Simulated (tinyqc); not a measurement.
As the film thickens, and with more bath resistance: electroplating on a thin resistive seed layer: kinetics, Wagner number and the terminal effect across a wafer. Computed by tinyqc, a small Python program. Command: `OMP_NUM_THREADS=1 python tinyqc.py 3120748 3120749 out.jsonl terminal walk`. One thread of a shared host (Intel(R) Xeon(R) Processor @ 2.30GHz), about 0.02 s of CPU time with the checks.

Current enters the seed at the rim. The bath is treated as a local resistance per area (no lateral flow in the liquid), two electrons per ion, molar volume 7.11 cm^3/mol, Faraday constant F = e N_A, kinematic viscosity 0.01 cm^2/s, omega = 2 pi x rpm/60; k_B T/e is in volts.

Inputs (values chosen for the exercise, of the order of those for copper plating from an acid sulfate bath):

| quantity | value | unit |
|---|---|---|
| wafer radius R | 15 | cm |
| seed thickness t | 150 | nm |
| seed resistivity | 8.7 | microohm cm |
| bath conductivity kappa | 0.03 | S/cm |
| gap to the anode h | 1.1 | cm |
| extra resistance of a porous plate | 0 | ohm cm^2 |
| exchange current density i_0 | 0.038 | mA/cm^2 |
| cathodic transfer coefficient alpha | 0.54 | - |
| mean current density | 12 | mA/cm^2 |
| diffusivity of the metal ion | 6.2e-06 | cm^2/s |
| metal ion concentration | 0.62 | mol/L |
| rotation rate | 60 | rpm |
| temperature T | 298 | K |

Constants: e = 1.602176634e-19 C; N_A = 6.02214076e+23 1/mol; k_B = 8.617333262e-05 eV/K.

Method:
- Growth rate = i V_m/(2 F). Levich limit i_L = 0.62 x 2 F D^(2/3) omega^(1/2) nu^(-1/6) c. Tafel overpotential eta = (k_B T/(alpha e)) ln(i/i_0); kinetic resistance k_B T/(alpha e i); bath resistance h/kappa + plate; R_s = resistivity/t; Wagner number = kinetic resistance x kappa/R.
- Full model: seed potential phi(r) with (1/r)(r phi')' = R_s i, where i solves phi = R_b i + (k_B T/(alpha e)) ln(i/i_0) (phi being the driving voltage left at r); phi'(0) = 0 and phi'(R) = R_s i_mean R/2. Solved by collocation to a tolerance of 1e-7.
- The film is taken as uniform, with the seed resistivity; the last column adds 100 ohm cm^2 to R_b. Extra power of that plate = i^2 x 100 ohm cm^2 x area.

sheet resistance R_s = 0.58 ohm/square

bath resistance R_b = 36.6667 ohm cm^2

Edge over centre:

| thickness (nm) | R_s (ohm/square) | as given | with 100 ohm cm^2 more |
|---|---|---|---|
| 150 | 0.58000 | 1.9737 | 1.2458 |
| 225 | 0.38667 | 1.6098 | 1.1607 |
| 300 | 0.29000 | 1.4430 | 1.1194 |
| 450 | 0.19333 | 1.2859 | 1.0788 |
| 750 | 0.11600 | 1.1671 | 1.0469 |
| 1500 | 0.05800 | 1.0819 | 1.0233 |
| 3000 | 0.02900 | 1.0406 | 1.0116 |

extra power = 10.179 W

What does the comparison show, and why?

The ratio falls below 1.1 from 1500 nm on as given, and from 450 nm on with the added resistance: what counts is R_s R^2 against the sum of kinetic and bath resistance.
